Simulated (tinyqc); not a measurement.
From results back to parameters: Brillouin zone and empty-lattice bands of the fcc structure. Two cases, with inputs chosen for the exercise.

Problem. At the centre of a zone face two plane waves are mixed by V > 0: levels E0 -/+ V, masses normal to the face 1/(1 -/+ 2 E0/V), E0 = c0 k^2, c0 = hbar^2/2m0. The gap and the mass of the upper band are given.

Constants: hbar^2/2m0 = 3.80998211 eV angstrom^2.

Case 1.

gap = 1.340000 eV
mass of the upper band = 0.0467315 m0

Case 2.

gap = 0.440000 eV
mass of the upper band = 0.0158573 m0

Find: V; E0; k; spacing of the lattice planes, pi/k.

Solution. V is half the gap; 2 E0/V = 1/m - 1; k = |G|/2 = pi/d.

Case 1.

V = 0.6700 eV
E0 = 6.834 eV
k = 1.3393 1/angstrom
spacing of the lattice planes, pi/k = 2.346 angstrom

Case 2.

V = 0.2200 eV
E0 = 6.827 eV
k = 1.3386 1/angstrom
spacing of the lattice planes, pi/k = 2.347 angstrom

Computed by tinyqc, one run a case: `OMP_NUM_THREADS=1 python tinyqc.py N N+1 out.jsonl` with N = 1850810, 1850948; one thread of a shared Intel(R) Xeon(R) Processor @ 2.30GHz, about 0.03 s a run at most.
